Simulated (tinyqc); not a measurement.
Potential-pH (Pourbaix) lines of a metal, its cation, its oxide and an oxyanion, with a complexing ligand. Changing the log10 of the dissolved activity a. Computed by tinyqc, a small Python program. Command: `OMP_NUM_THREADS=1 python tinyqc.py 3025302 3025303 out.jsonl pourb sweep`. One thread of a shared host (Intel(R) Xeon(R) Processor @ 2.30GHz), about 0.01 s of CPU time with the checks.

Potentials are against the standard hydrogen electrode; solids and water have unit activity; dG_f of M, H+ and the electron is zero; F = e N_A and s = R T ln(10)/F. The cation carries z = 3.

Inputs (values chosen for the exercise, modelled on gallium):
```
quantity,value,unit
dG_f of the cation,-157.1,kJ/mol
dG_f of the oxide,-999.79,kJ/mol
dG_f of the oxyanion,-531.08,kJ/mol
dG_f of water,-237.14,kJ/mol
temperature T,298.15,K
pH,5.3,-
potential E,0.7,V
```

Species: M, M3+, M2O3, MO2(-).

Constants: R = 8.314462618 J/(mol K); e = 1.602176634e-19 C; N_A = 6.02214076e+23 1/mol.

Method:
- M3+ + 3e = M; (1/2) M2O3 + 3H+ + 3e = M + (3/2) H2O; MO2(-) + 4H+ + 3e = M + 2H2O. For each, E0 = -dG/(z F), and E = E0 + (s/z) log10 a - (s n_H/z) pH, with no activity term for the oxide.
- Two oxidised species coexist where their lines against the metal cross: pH1 (cation/oxide) = [E0(oxide) - E0(cation)]/s - (log10 a)/z; pH2 (oxide/oxyanion) = {[E0(oxyanion) - E0(oxide)]/s + (log10 a)/z}/(4/z - 1).
- The metal is stable below the lowest of the three lines; above it, the species of the lowest line is stable. Water lines at 1 bar: hydrogen E = -s pH, oxygen E = -dG_f(water)/(2F) - s pH.

One run for each value:
```
log10 of the dissolved activity a,pH1,pH2,"width of the oxide field, pH2 - pH1",upper limit of immunity (V)
-8,3.4209,7.309,3.888,-0.81167
-7,3.0875,8.309,5.222,-0.81167
-6,2.7542,9.309,6.555,-0.81167
-5,2.4209,10.309,7.888,-0.81167
-4,2.0875,11.309,9.222,-0.81167
-3,1.7542,12.309,10.555,-0.81167
-2,1.4209,13.309,11.888,-0.81167
-1,1.0875,14.309,13.222,-0.81167
```

Over the rows, pH1 falls from 3.42 to 1.09; pH2 rises from 7.31 to 14.3; width of the oxide field, pH2 - pH1 rises from 3.89 to 13.2.

Caution (all rows): other oxidation states, hydroxides and hydrides are left out, and the lines say nothing of rates.

Extremes, crossings and ranges named in words are read from the listed rows.
